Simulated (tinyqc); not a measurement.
Vacuum evaporation: vapour pressure, source flux, thickness distribution, purity and step coverage: one step, computed by the program tinyqc.

Molecular flow, unit sticking of the metal, no re-evaporation. The background gas is taken as water vapour (18.015 g/mol, collision diameter 0.37 nm) at 300 K.

Problem. Offset source and rotation. Rotating wafer, source offset by s and facing upwards: thickness at radius r is the mean over the angle a of (1 + (r^2 + s^2 - 2 r s cos a)/h^2)^(-(n + 3)/2), by 360 equal steps; non-uniformity (max - min)/(max + min) over 21 radii from 0 to R.

Inputs (values chosen for the exercise, modelled on aluminium, with constants for the liquid): directionality n = 1; source-to-wafer distance h = 41 cm; wafer radius R = 15 cm; source offset from the axis s/h = 0.58.

Give: centre thickness relative to an axial source; edge over centre, rotating; non-uniformity, rotating.

Solution.

centre thickness relative to an axial source = 0.55992

edge over centre, rotating = 0.94138

non-uniformity, rotating = 3.0196 %
